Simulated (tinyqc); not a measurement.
From results back to parameters: carrier statistics of a doped semiconductor with parabolic bands. Three cases, with inputs chosen for the exercise.

Problem. ni^2 = C^2 (T/300 K)^3 exp(-Eg(T)/kB T) with Eg(T) = Eg0 - al T^2/(T + be). Two intrinsic densities were computed from hidden Eg0 and C = sqrt(Nc Nv) at 300 K.

Constants: kB = 8.617333262e-05 eV/K.

Case 1.

Values chosen (near those of Ge; not measured data): al = 0.000477 eV/K (Varshni alpha); be = 237 K (Varshni beta); T1 = 300 K; T2 = 530 K.

ni(T1) = 1.83137e+13 1/cm^3
ni(T2) = 3.24699e+16 1/cm^3

Case 2.

Values chosen (near those of GaN; not measured data): al = 0.000942 eV/K (Varshni alpha); be = 811 K (Varshni beta); T1 = 320 K; T2 = 540 K.

ni(T1) = 3.28579e-08 1/cm^3
ni(T2) = 16557.2 1/cm^3

Case 3.

Values chosen (near those of GaN; not measured data): al = 0.000924 eV/K (Varshni alpha); be = 815 K (Varshni beta); T1 = 300 K; T2 = 480 K.

ni(T1) = 7.73919e-11 1/cm^3
ni(T2) = 38.4674 1/cm^3

Find: Eg0; C.

Solution. y(T) = 2 ln ni - 3 ln(T/300) - al T/((T + be) kB) equals 2 ln C - Eg0/(kB T), a straight line in 1/T; two points give slope and intercept.

Case 1.

Eg0 = 0.746 eV
C = 7.19e+18 1/cm^3

Case 2.

Eg0 = 3.455 eV
C = 1.02e+19 1/cm^3

Case 3.

Eg0 = 3.541 eV
C = 1.01e+19 1/cm^3

Computed by tinyqc, one run a case: `OMP_NUM_THREADS=1 python tinyqc.py N N+1 out.jsonl` with N = 1652183, 1652188, 1652216; one thread of a shared Intel(R) Xeon(R) Processor @ 2.30GHz, about 0.01 s a run at most.
